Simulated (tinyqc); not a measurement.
Inside a calculation. Model: potential-pH (Pourbaix) lines of a metal, its cation, its oxide and an oxyanion, with a complexing ligand. Computed by tinyqc, a small Python program that keeps every step. Command: `OMP_NUM_THREADS=1 python tinyqc.py 3011318 3011319 out.jsonl pourb walk`. One thread of a shared host (Intel(R) Xeon(R) Processor @ 2.30GHz), about 0.01 s of CPU time with the checks. Intermediate numbers are printed to about 7 digits and carried at full precision; extremes and crossings named in words are read from the listed rows.

Potentials are against the standard hydrogen electrode; solids and water have unit activity; dG_f of M, H+ and the electron is zero; F = e N_A and s = R T ln(10)/F. The cation carries z = 3.

Inputs (values chosen for the exercise, modelled on aluminium):
```
quantity                                      value      unit
dG_f of the cation                           -492.6    kJ/mol
dG_f of the oxide                           -1584.2    kJ/mol
dG_f of the oxyanion                        -828.97    kJ/mol
dG_f of water                               -237.14    kJ/mol
temperature T                                298.15         K
log10 of the dissolved activity a                -6         -
pH                                              4.6         -
potential E                                   -0.77         V
log10 of the stability constant beta of ML       13         -
pKa of HL                                         4         -
total ligand c_L                               0.13     mol/L
limiting current density i_L                0.00098    A/cm^2
molar volume V_m                                 10  cm^3/mol
```

Species: M, M3+, M2O3, MO2(-).

exchange current densities, metal and cathodic (A/cm^2): 1.4e-05  1.3e-11

Tafel slopes, anodic and cathodic (mV/decade): 80  115

Constants: R = 8.314462618 J/(mol K); e = 1.602176634e-19 C; N_A = 6.02214076e+23 1/mol.

## Standard potentials

M3+ + 3e = M; (1/2) M2O3 + 3H+ + 3e = M + (3/2) H2O; MO2(-) + 4H+ + 3e = M + 2H2O. For each, E0 = -dG/(z F), and E = E0 + (s/z) log10 a - (s n_H/z) pH, with no activity term for the oxide.

s = 0.05915935 V

E0 (V): cation -1.701813, oxide -1.507621, oxyanion -1.225368

The metal is less noble than hydrogen.

## Vertical lines

Two oxidised species coexist where their lines against the metal cross: pH1 (cation/oxide) = [E0(oxide) - E0(cation)]/s - (log10 a)/z; pH2 (oxide/oxyanion) = {[E0(oxyanion) - E0(oxide)]/s + (log10 a)/z}/(4/z - 1).

pH1 = 5.282522

pH2 = 8.313221

width of the oxide field, pH2 - pH1 = 3.030699

The oxide is stable from pH 5.28 to 8.31; each decade less of dissolved metal narrows this field by 1.33 pH units.

## The stable species at (pH, E)

The metal is stable below the lowest of the three lines; above it, the species of the lowest line is stable. Water lines at 1 bar: hydrogen E = -s pH, oxygen E = -dG_f(water)/(2F) - s pH.

lines at this pH (V): cation -1.820132, oxide -1.779754, oxyanion -1.706530

upper limit of immunity = -1.820132 V

hydrogen line = -0.2721330 V

oxygen line = 0.9567584 V

E above the limit of immunity = 1.050132 V

Stable here: the cation (corrosion). The point lies outside the stability range of water. Water itself can oxidise the metal at this pH. Caution: other oxidation states, hydroxides and hydrides are left out, and the lines say nothing of rates.

## A complexing ligand

The free ligand is c_L/(1 + 10^(pKa - pH)) (ligand in excess); dissolved metal is a in all, so the free cation is a/alpha, alpha = 1 + beta [L]; the cation line drops by (s/z) log10 alpha.

free ligand = 0.1039012 mol/L

log10 alpha = 12.01662

cation line with ligand = -2.057097 V

that line less the oxide line = -0.2773427 V

With the ligand the dissolved state lies below the oxide: the oxide dissolves at this pH.

## Mixed potential with oxygen reduction

Anodic i = i0a 10^((E - E_a)/b_a) with E_a the cation line with ligand; cathodic i = i0c 10^((E_c - E)/b_c) with E_c the oxygen line; supply caps the cathodic current, 1/i_c = 1/i(Tafel) + 1/i_L. E_corr makes the two currents equal. Without the cap it would be [b_c E_a + b_a E_c + b_a b_c log10(i0c/i0a)]/(b_a + b_c). Rate = i V_m/(z F). Films are left out.

E_corr without the cap = -1.105239 V

corrosion potential E_corr = -1.909489 V

corrosion current density = 9.80e-04 A/cm^2

i/i_L = 1

etch rate = 20.31397 nm/min

The current sits at the supply limit: stirring or more oxidant, not the ligand, sets the rate. Caution: E_corr lies below the hydrogen line, so hydrogen evolution, left out here, adds cathodic current.

## The diagram with and without ligand

The formulas are those given above.

Lines against the metal (V); the species with the lowest line is stable above it:
```
pH     cation      oxide   oxyanion  stable above  cation with ligand  stable above, ligand
0   -1.820132  -1.507621  -1.343686        cation           -1.980136             dissolved
2   -1.820132  -1.625940  -1.501445        cation           -2.019491             dissolved
4   -1.820132  -1.744259  -1.659203        cation           -2.053080             dissolved
5   -1.820132  -1.803418  -1.738082        cation           -2.058200             dissolved
6   -1.820132  -1.862577  -1.816961         oxide           -2.058931             dissolved
7   -1.820132  -1.921737  -1.895840         oxide           -2.059008             dissolved
8   -1.820132  -1.980896  -1.974719         oxide           -2.059015             dissolved
9   -1.820132  -2.040055  -2.053598      oxyanion           -2.059016             dissolved
10  -1.820132  -2.099215  -2.132478      oxyanion           -2.059016              oxyanion
12  -1.820132  -2.217533  -2.290236      oxyanion           -2.059016              oxyanion
14  -1.820132  -2.335852  -2.447994      oxyanion           -2.059016              oxyanion
```

Without ligand the oxide holds 3 of the eleven rows (pH 6 to 8), with it 0. The ligand acts once beta [L] exceeds 1, from pH = pKa - log10(beta c_L) = -8.1 on, that is in all rows; its line then falls by at most s/z per pH unit and flattens beyond pKa, 0.239 V below the free cation at most. The oxide line falls faster, by s per pH unit.

Checks made by the program: the lines cross at pH1 and pH2 (relative difference below 1e-10).
